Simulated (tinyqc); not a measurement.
Gate work function from the charge.

Problem. For an undoped double gate, Q = 8 eps0 eps_r Vt beta tan(beta)/ts with 0 < beta < pi/2, and at the source (Vg - dphi)/(2 Vt) - ln[(2/ts) sqrt(2 eps0 eps_r Vt/(q ni))] = ln(beta) - ln(cos beta) + 2 r beta tan(beta), r = eps_r tox/(eox ts). Find beta and dphi.

Values chosen for this exercise; material values close to those of gallium arsenide:
- T = 273 K (temperature)
- eps_r = 12.9 (relative permittivity of the semiconductor)
- eox = 25.8 (relative permittivity of the gate insulator)
- tox = 4.1 nm (insulator thickness)
- ts = 10 nm (body thickness)
- Vg = 0.93 V (gate voltage)

Constants: q = 1.602176634e-19 C, kB = 1.380649e-23 J/K, Vt = kB T/q, eps0 = 8.8541878128e-14 F/cm where lengths are in cm. Results are converted to the units shown.

Qs = 294.79970 nC/cm^2
ni = 1.0799822e5 cm^-3

Answer. beta tan(beta) rises from 0 without bound on the interval, so the charge fixes beta; the second relation is then explicit in dphi. At this charge the surface density passes 0.3 Nc, so the classical Boltzmann model is only formal.

beta = 0.9600
dphi = 0.1700 V

Numbers from tinyqc (`OMP_NUM_THREADS=1 python tinyqc.py 2440107 2440108 out.jsonl`; about 0.02 s on one thread of a shared Intel Xeon 2.30GHz).
